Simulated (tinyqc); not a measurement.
Worked calculation: lattice vibrations of a chain. Computed by tinyqc, a small Python program that keeps every step. Command: `OMP_NUM_THREADS=1 python tinyqc.py 31339 31340 out.jsonl` (the two numbers bound the seeds that draw the settings). One thread of a shared host (Intel(R) Xeon(R) Processor @ 2.60GHz), about 0.01 s of CPU time with the checks.

## Dynamical matrix at q = 0.24

A chain moving along its axis:
```
atom                 mass (u)  spring to the next atom (eV/angstrom^2)
1                  112.900000                                 3.900000
2                   27.300000                                27.800000
3                   46.700000                                 7.200000
4                   86.500000                                10.500000
second neighbours           -                                 2.700000
```

q is in units of 2 pi/a. A spring k from atom i to atom j, n cells on, adds k to Phi_ii and Phi_jj, -k exp(2 pi i q n) to Phi_ij and the conjugate to Phi_ji (for one atom a cell: 2k (1 - cos 2 pi q n)); D_ij = Phi_ij / sqrt(m_i m_j).

D(q) (eV/(angstrom^2 u)):
```
                     1                    2                    3                    4
1             0.175376            -0.070248  -0.039519+0.037111i  -0.006672+0.106042i
2            -0.070248             1.358974            -0.778583  -0.059050+0.055452i
3  -0.039519-0.037111i            -0.778583             0.865096            -0.113283
4  -0.006672-0.106042i  -0.059050-0.055452i            -0.113283             0.267052
```

## Frequencies

omega^2 are the eigenvalues; wavenumber = 521.4708 sqrt(eigenvalue) 1/cm.

eigenvalues: 0.036327  0.271794  0.427321  1.931057

wavenumbers (1/cm): 99.4  271.9  340.9  724.6

weights |e|^2 of the mass-weighted modes:
```
          mode 1    mode 2    mode 3    mode 4
atom 1  0.459880  0.468130  0.071543  0.000447
atom 2  0.079217  0.100828  0.169370  0.650585
atom 3  0.140845  0.197514  0.313466  0.348175
atom 4  0.320058  0.233528  0.445621  0.000793
```

## Dispersion and heat capacity

C/k_B per atom = mean over q = (j + 1/2)/80, j = 0..39 and all branches of y^2 e^y/(e^y - 1)^2, y = hc wavenumber / k_B T.

Wavenumbers (1/cm):
```
q           branch 1    branch 2    branch 3    branch 4
0.000000    0.000000  284.934294  345.397425  724.305918
0.062500   26.772214  284.089443  344.996770  724.333944
0.125000   53.174254  281.504366  343.887700  724.413581
0.187500   78.804939  277.066999  342.319455  724.532295
0.250000  103.182113  270.723701  340.615895  724.671607
0.312500  125.636301  262.681227  339.072772  724.810144
0.375000  145.055820  253.726575  337.888283  724.926988
0.437500  159.319895  245.796120  337.158032  725.004756
0.500000  164.860385  242.374409  336.912874  725.032007
```

Heat capacity:
```
T (K)  C/k_B per atom
20           0.054180
50           0.146208
100          0.335776
200          0.615296
300          0.763235
600          0.922242
1200         0.978901
```

zero-point energy per atom = 22.162866 meV
